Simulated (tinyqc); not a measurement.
CIS and TDHF on RHF in the sto-3g basis, for H4, spin multiplicity 1, step by step. Computed by tinyqc, a small Python program that keeps every step (integrals from PySCF). Settings: charge = 0, multiplicity = 1, basis = sto-3g, method = RHF, energy threshold = 1e-10, iteration cap = 64, orthogonalisation = canonical, start = core, DIIS depth = 6, TDHF = 1. Command: `OMP_NUM_THREADS=1 python tinyqc.py 20919 20920 out.jsonl` (the two numbers bound the seeds that draw the settings). One thread of a shared host (Intel(R) Xeon(R) Processor @ 2.60GHz), about 0.04 s of CPU time with the checks. The early iterations of the SCF are left out here.

## One-electron integrals

Geometry (angstrom):

| atom | x | y | z |
|---|---|---|---|
| H | 0.00000 | 0.00000 | 0.00000 |
| H | 0.00000 | 0.00000 | 0.76300 |
| H | 0.00000 | 0.00000 | 1.61000 |
| H | 0.00000 | 0.00000 | 2.37200 |

Basis sto-3g: exponents (1/bohr^2) and contraction coefficients of normalised primitives:

| element | l (shell) | exponent | coefficient |
|---|---|---|---|
| H | s (1) | 3.42525 | 0.15433 |
| H | s (1) | 0.62391 | 0.53533 |
| H | s (1) | 0.16886 | 0.44463 |

Overlap, kinetic and nuclear-attraction integrals over the contracted functions; the nuclear repulsion is the sum of Za Zb / Rab.

nuclear repulsion = 2.8934334 hartree

overlap S:
```
         1H 1s    2H 1s    3H 1s    4H 1s
1H 1s  1.00000  0.64485  0.21883  0.06271
2H 1s  0.64485  1.00000  0.59061  0.21916
3H 1s  0.21883  0.59061  1.00000  0.64550
4H 1s  0.06271  0.21916  0.64550  1.00000
```

kinetic energy T (hartree):
```
          1H 1s    2H 1s    3H 1s     4H 1s
1H 1s   0.76003  0.22347  0.00184  -0.01127
2H 1s   0.22347  0.76003  0.17813   0.00190
3H 1s   0.00184  0.17813  0.76003   0.22405
4H 1s  -0.01127  0.00190  0.22405   0.76003
```

nuclear attraction V (hartree):
```
          1H 1s     2H 1s     3H 1s     4H 1s
1H 1s  -2.41723  -1.60668  -0.52257  -0.14257
2H 1s  -1.60668  -2.78413  -1.54450  -0.52345
3H 1s  -0.52257  -1.54450  -2.78456  -1.60892
4H 1s  -0.14257  -0.52345  -1.60892  -2.41806
```

core Hamiltonian H = T + V (hartree):
```
          1H 1s     2H 1s     3H 1s     4H 1s
1H 1s  -1.65720  -1.38320  -0.52073  -0.15384
2H 1s  -1.38320  -2.02410  -1.36637  -0.52155
3H 1s  -0.52073  -1.36637  -2.02453  -1.38487
4H 1s  -0.15384  -0.52155  -1.38487  -1.65803
```

## Two-electron integrals

Functions are numbered as in S; the eight-fold symmetry (ij|kl) = (ji|kl) = (kl|ij) leaves the list below.

Two-electron integrals (ij|kl) in chemists' order, unique and non-zero (hartree):
```
(11|11) 0.77461   (21|11) 0.43156   (21|21) 0.28259   (22|11) 0.56138
(22|21) 0.43156   (22|22) 0.77461   (31|11) 0.11376   (31|21) 0.08101
(31|22) 0.13727   (31|31) 0.02654   (32|11) 0.24961   (32|21) 0.20061
(32|22) 0.38552   (32|31) 0.07438   (32|32) 0.23217   (33|11) 0.32420
(33|21) 0.26518   (33|22) 0.53057   (33|31) 0.11376   (33|32) 0.38552
(33|33) 0.77461   (41|11) 0.02666   (41|21) 0.01962   (41|22) 0.03440
(41|31) 0.00691   (41|32) 0.02032   (41|33) 0.03440   (41|41) 0.00192
(42|11) 0.07490   (42|21) 0.05958   (42|22) 0.11396   (42|31) 0.02336
(42|32) 0.07451   (42|33) 0.13749   (42|41) 0.00692   (42|42) 0.02663
(43|11) 0.17199   (43|21) 0.13657   (43|22) 0.26553   (43|31) 0.05956
(43|32) 0.20088   (43|33) 0.43212   (43|41) 0.01964   (43|42) 0.08123
(43|43) 0.28323   (44|11) 0.22291   (44|21) 0.17187   (44|22) 0.32439
(44|31) 0.07481   (44|32) 0.24977   (44|33) 0.56175   (44|41) 0.02666
(44|42) 0.11396   (44|43) 0.43212   (44|44) 0.77461
```

## Orthogonalisation

S = U s U^T; canonical form X = U s^(-1/2), so that X^T S X = 1. Each column of U has its largest component positive (the first on a tie).

eigenvalues of S: 0.17204  0.42308  1.17463  2.23024

X:
```
              1         2         3        4
1H 1s   0.82812   0.87409   0.57027  0.28153
2H 1s  -1.48828  -0.64786   0.31754  0.38052
3H 1s   1.49050  -0.64565  -0.31734  0.38064
4H 1s  -0.83081   0.87349  -0.56972  0.28186
```

## Starting guess

The start is the orbitals of the core Hamiltonian; D = 2 C_occ C_occ^T.

D at the start:
```
          1H 1s     2H 1s     3H 1s     4H 1s
1H 1s   0.32214   0.54831  -0.40746  -0.30448
2H 1s   0.54831   1.27627  -0.18295  -0.40856
3H 1s  -0.40746  -0.18295   1.27535   0.54837
4H 1s  -0.30448  -0.40856   0.54837   0.32285
```

## Iteration 6 (converged): orbitals

converged F (hartree):
```
          1H 1s     2H 1s     3H 1s     4H 1s
1H 1s  -0.36254  -0.60552  -0.27115  -0.06241
2H 1s  -0.60552  -0.50809  -0.52228  -0.27154
3H 1s  -0.27115  -0.52228  -0.50862  -0.60610
4H 1s  -0.06241  -0.27154  -0.60610  -0.36316
```

Diagonalise F' = X^T F X, C = X C', fill 2 alpha and 2 beta electrons from the bottom; D = 2 C_occ C_occ^T. Each column has its largest component positive (the first on a tie).

F' = X^T F X (hartree):
```
          1        2         3         4
1   1.30118  0.00024   0.09449  -0.00016
2   0.00024  0.47122   0.00023   0.03423
3   0.09449  0.00023  -0.43450   0.00013
4  -0.00016  0.03423   0.00013  -0.74219
```

orbital energies (hartree): MO1 -0.74316, MO2 -0.43963, MO3 0.47219, MO4 1.30631

coefficients C:
```
           MO1       MO2       MO3       MO4
1H 1s  0.25662   0.52445   0.88155   0.85805
2H 1s  0.39833   0.39807  -0.63634  -1.46911
3H 1s  0.39898  -0.39733  -0.63520   1.47088
4H 1s  0.25730  -0.52395   0.88121  -0.86023
```

D after iteration 6:
```
          1H 1s     2H 1s     3H 1s     4H 1s
1H 1s   0.68180   0.62197  -0.21199  -0.41752
2H 1s   0.62197   0.63425   0.00151  -0.21216
3H 1s  -0.21199   0.00151   0.63412   0.62168
4H 1s  -0.41752  -0.21216   0.62168   0.68145
```

## Convergence

Stop when the energy changes by less than 1e-10 hartree and every element of the error matrix X^T (F D S - S D F) X is below 3e-06.

Course of the cycle:

| iteration | E (hartree) | change | largest element of the error matrix |
|---|---|---|---|
| 1 | -1.9684691 | - | 5.16e-01 |
| 2 | -2.1407674 | -1.72e-01 | 2.10e-02 |
| 3 | -2.1410335 | -2.66e-04 | 4.43e-03 |
| 4 | -2.1410506 | -1.71e-05 | 2.98e-05 |
| 5 | -2.1410506 | -6.95e-10 | 3.30e-06 |
| 6 | -2.1410506 | -8.55e-12 | 3.49e-07 |

PySCF RHF in the same basis = -2.1410506 hartree

Converged in 6 iterations.

## Populations, bond orders and dipole

Mulliken: Z minus the diagonal of D S on the atom; Loewdin: the same with S^(1/2) D S^(1/2); Mayer order: 2 sum_s sum (D(s) S)_ij (D(s) S)_ji over the two atoms.

Charges (e):

| atom | Mulliken | Loewdin |
|---|---|---|
| 1H | -0.01030 | -0.04303 |
| 2H | 0.01028 | 0.04296 |
| 3H | 0.01009 | 0.04293 |
| 4H | -0.01006 | -0.04285 |

Mayer bond orders:

| pair | order |
|---|---|
| 2-1 | 0.86012 |
| 3-1 | -0.00117 |
| 3-2 | 0.14094 |
| 4-1 | 0.14094 |
| 4-2 | -0.00117 |
| 4-3 | 0.86012 |

dipole moment about the origin, x y z (debye): 0.00000  0.00000  0.00101

## Integrals over molecular orbitals

(pq|rs) = sum C_ip C_jq C_kr C_ls (ij|kl), one index at a time.

one-electron integrals over orbitals h = C^T H C (hartree):
```
          1         2         3         4
1  -2.09758   0.00005   0.18190  -0.00027
2   0.00005  -1.75412   0.00034   0.15498
3   0.18190   0.00034  -1.28515   0.00000
4  -0.00027   0.15498   0.00000  -0.70430
```

Two-electron integrals over orbitals (pq|rs), unique and non-zero (hartree):
```
(11|11) 0.54366     (21|11) -0.00027    (21|21) 0.16410     (22|11) 0.48743
(22|21) 0.00022     (22|22) 0.50374     (31|11) -0.08487    (31|21) -0.00017
(31|22) 0.00181     (31|31) 0.10735     (32|11) -0.00032    (32|21) 0.10066
(32|22) 0.00014     (32|31) 0.00009     (32|32) 0.13030     (33|11) 0.50152
(33|21) 0.00015     (33|22) 0.49597     (33|31) -0.02293    (33|32) 0.00006
(33|33) 0.52224     (41|11) 0.00021     (41|21) -0.04410    (41|22) -3.25e-05
(41|31) -0.00011    (41|32) 0.04569     (41|33) -1.16e-05   (41|41) 0.09091
(42|11) -0.09056    (42|21) -0.00013    (42|22) -0.01796    (42|31) 0.09524
(42|32) 0.00012     (42|33) -0.01951    (42|41) -0.00010    (42|42) 0.10313
(43|11) -0.00024    (43|21) 0.15349     (43|22) 0.00024     (43|31) -0.00016
(43|32) 0.09948     (43|33) 0.00018     (43|41) -0.04170    (43|42) -0.00014
(43|43) 0.16638     (44|11) 0.57787     (44|21) -0.00022    (44|22) 0.52445
(44|31) -0.09219    (44|32) -0.00031    (44|33) 0.54757     (44|41) 0.00021
(44|42) -0.10464    (44|43) -0.00020    (44|44) 0.65730
```

## CIS matrix, singlets

A(ia,jb) = (e_a - e_i) d_ij d_ab + 2 (ia|jb) - (ij|ab).

CIS matrix A, singlet (hartree):
```
         1>3       1>4       2>3      2>4
1>3  0.92852   0.00001   0.00002  0.03699
1>4  0.00001   1.65342  -0.06211  0.00002
2>3  0.00002  -0.06211   0.67645  0.00001
2>4  0.03699   0.00002   0.00001  1.42774
```

## CIS singlet states

dipole integrals <i|r|a> (bohr):
```
           x        y         z
1>3  0.00000  0.00000   0.00087
1>4  0.00000  0.00000  -0.20972
2>3  0.00000  0.00000  -1.48436
2>4  0.00000  0.00000   0.00048
```

Diagonalise A (1 hartree = 27.211386 eV); each vector has its largest component positive (the first on a tie). The transition dipole is mu = sqrt2 sum c_ia <i|r|a>.

singlet excitation energies (eV): 18.30000  25.19218  38.92501  45.09878

lowest vectors:
```
      state 1   state 2   state 3   state 4
1>3  -0.00008   0.99730   0.07349   0.00001
1>4   0.06319   0.00000  -0.00009   0.99800
2>3   0.99800   0.00008   0.00002  -0.06319
2>4  -0.00001  -0.07349   0.99730   0.00009
```

oscillator strengths 2/3 w |mu|^2: 2.00315  0.00000  0.00000  0.02948

## TDHF (RPA) singlet states

B(ia,jb) = 2 (ia|jb) - (ib|ja); the squared energies are the eigenvalues of (A - B)(A + B); 1 hartree = 27.211386 eV.

TDHF matrix B, singlet (hartree):
```
          1>3       1>4       2>3       2>4
1>3   0.10735  -0.00011   0.00009   0.14479
1>4  -0.00011   0.09091  -0.00386  -0.00010
2>3   0.00009  -0.00386   0.13030   0.00012
2>4   0.14479  -0.00010   0.00012   0.10313
```

squared energies w^2 (hartree^2): 0.43544  0.83276  2.00649  2.73837

TDHF energies from the positive w^2 (eV): 17.95619  24.83197  38.54506  45.02946

## CIS matrix, triplets

A(ia,jb) = (e_a - e_i) d_ij d_ab - (ij|ab).

CIS matrix A, triplet (hartree):
```
          1>3       1>4       2>3       2>4
1>3   0.71382   0.00024  -0.00015  -0.15349
1>4   0.00024   1.47160  -0.15349   0.00022
2>3  -0.00015  -0.15349   0.41585  -0.00024
2>4  -0.15349   0.00022  -0.00024   1.22149
```

## CIS triplet states

Diagonalise A (1 hartree = 27.211386 eV); each vector has its largest component positive (the first on a tie).

triplet excitation energies (eV): 10.72081  18.25932  34.40310  40.63915

lowest vectors:
```
     state 1   state 2   state 3   state 4
1>3  0.00053   0.96325  -0.26860   0.00016
1>4  0.14102  -0.00046  -0.00078   0.99001
2>3  0.99001  -0.00054  -0.00008  -0.14102
2>4  0.00034   0.26859   0.96325   0.00083
```

## TDHF (RPA) triplet states

B(ia,jb) = - (ib|ja); the squared energies are the eigenvalues of (A - B)(A + B); 1 hartree = 27.211386 eV.

TDHF matrix B, triplet (hartree):
```
          1>3       1>4       2>3       2>4
1>3  -0.10735   0.00011  -0.00009  -0.04569
1>4   0.00011  -0.09091  -0.09524   0.00010
2>3  -0.00009  -0.09524  -0.13030  -0.00012
2>4  -0.04569   0.00010  -0.00012  -0.10313
```

squared energies w^2 (hartree^2): 0.12756  0.43212  1.59024  2.21470

TDHF energies from the positive w^2 (eV): 9.71878  17.88771  34.31480  40.49564
